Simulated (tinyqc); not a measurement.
Inside a calculation. Model: Raman shift of the zone-centre optical phonon of a diamond-structure crystal under stress. Computed by tinyqc, a small Python program that keeps every step. Command: `OMP_NUM_THREADS=1 python tinyqc.py 3025635 3025636 out.jsonl ramanstress walk`. One thread of a shared host (Intel(R) Xeon(R) Processor @ 2.30GHz), about 0.01 s of CPU time with the checks. Intermediate numbers are printed to about 5 digits and carried at full precision; extremes and crossings named in words are read from the listed rows.

Axes x, y, z are the cube axes. Strain shifts the threefold optical mode and can split it; p, q and r are the phonon deformation potentials.

Inputs (values chosen for the exercise, modelled on silicon):
```
quantity                             value      unit
unstrained frequency omega_0         521.6      1/cm
p/omega_0^2                          -1.79         -
q/omega_0^2                          -2.28         -
r/omega_0^2                         -0.739         -
C11                                  166.5       GPa
C12                                  64.78       GPa
C44                                   80.2       GPa
stress sigma (tension positive)        0.3       GPa
polarisation angle phi                  75    degree
temperature coefficient d omega/dT  -0.022  1/(cm K)
local temperature T                    330         K
laser wavelength                       488        nm
```

Stress state: hydrostatic. Axis: none.

Constants: h = 6.62607015e-34 J s; c = 299792458 m/s; k_B = 1.380649e-23 J/K.

## Compliances

S11 = (C11 + C12)/D, S12 = -C12/D, D = (C11 - C12)(C11 + 2 C12), S44 = 1/C44.

S11 = 7.6798 1/TPa

S12 = -2.1511 1/TPa

S44 = 12.469 1/TPa

## Stress and strain tensors

Hydrostatic stress: sigma_ij = sigma delta_ij. eps_xx = S11 sigma_xx + S12 (sigma_yy + sigma_zz), and cyclic; eps_xy = S44 sigma_xy/2 (tensor strain).

stress (GPa):
```
     x    y    z
x  0.3  0.0  0.0
y  0.0  0.3  0.0
z  0.0  0.0  0.3
```

strain (per mille):
```
        x       y       z
x  1.0133  0.0000  0.0000
y  0.0000  1.0133  0.0000
z  0.0000  0.0000  1.0133
```

volume strain = 3.0399 per mille

## Secular matrix and shifts

Secular matrix: M_xx = p eps_xx + q (eps_yy + eps_zz), M_xy = 2 r eps_xy; its eigenvalues are omega^2 - omega_0^2, and the shifts are these over 2 omega_0.

M/(2 omega_0) (1/cm):
```
         x        y        z
x  -1.6781   0.0000   0.0000
y   0.0000  -1.6781   0.0000
z   0.0000   0.0000  -1.6781
```

shifts, in rising order (1/cm): -1.6781  -1.6781  -1.6781

The three modes stay degenerate. Tension softens every mode.

## Mean shift and Grueneisen parameter

gamma = -(p + 2q)/(6 omega_0^2); the mean of the three shifts is -gamma omega_0 x (volume strain).

mode Grueneisen parameter gamma = 1.0583

mean shift = -1.6781 1/cm

## The line seen from a (001) surface

Backscattering from a (001) surface: incident polarisation (cos phi, sin phi, 0). With Raman tensors (R_z)_xy = (R_z)_yx = 1 and cyclic, only the z component u_z of a mode counts: I = u_z^2 sin^2(2 phi) for parallel and u_z^2 cos^2(2 phi) for crossed polarisers. An unresolved line sits at the intensity-weighted shift, which is M_zz/(2 omega_0).

total intensity, parallel = 0.25

total intensity, crossed = 0.75

shift of the observed line = -1.6781 1/cm

shift per stress = -5.5937 1/(cm GPa)

stress per shift = -178.77 MPa cm

The z-polarised mode is an eigenmode here, so one line is seen. Caution: this stress has components normal to the (001) face, so it cannot reach a free (001) surface; it can act on buried material.

## The same stress in different states

Uniaxial: sigma n n^T; biaxial: sigma (1 - n n^T); hydrostatic: sigma 1. The line seen from (001) is taken as unresolved, at the intensity-weighted shift M_zz/(2 omega_0).

Shifts (1/cm):
```
state                   lowest   middle  highest  line seen from (001)
uniaxial [100]         -0.6850  -0.6850  -0.3081               -0.6850
uniaxial [110]         -0.8570  -0.6850  -0.1361               -0.6850
uniaxial [001]         -0.6850  -0.6850  -0.3081               -0.3081
uniaxial [111]         -1.0400  -0.3191  -0.3191               -0.5594
biaxial, normal [001]  -1.3700  -0.9931  -0.9931               -1.3700
biaxial, normal [111]  -1.3591  -1.3591  -0.6381               -1.1187
hydrostatic            -1.6781  -1.6781  -1.6781               -1.6781
```

Seen from (001), uniaxial stress along [100] and along [110] give the same shift (-0.685), and equal biaxial stress in the plane gives twice as much (-1.370), since only sigma_xx + sigma_yy and sigma_zz enter M_zz. Stress along [001] gives -0.308. One measured shift therefore fixes the stress only once its state is assumed: read as uniaxial in the plane, a shift implies twice the stress that it does read as biaxial.

## Heating mistaken for stress

A temperature above 300 K shifts the line by (d omega/dT)(T - 300 K); divided by the shift per stress it poses as a stress; the total shift adds it to the shift of the observed line. The anti-Stokes to Stokes ratio is [(omega_L + omega_0)/(omega_L - omega_0)]^3 exp(-h c omega_0/(k_B T)) in photon counts, omega_L = 1/wavelength, resonance effects left out.

thermal shift = -0.66 1/cm

apparent stress from heating = 0.11799 GPa

total shift = -2.3381 1/cm

anti-Stokes/Stokes ratio = 0.11987

Heating poses as tension, 39 % of the true stress in size; the intensity ratio gives T apart from the shift.

Checks made by the program: mean of the eigenvalues against the trace rule (relative difference below 1e-10); weighted mean of the modes against M_zz (relative difference below 1e-10).
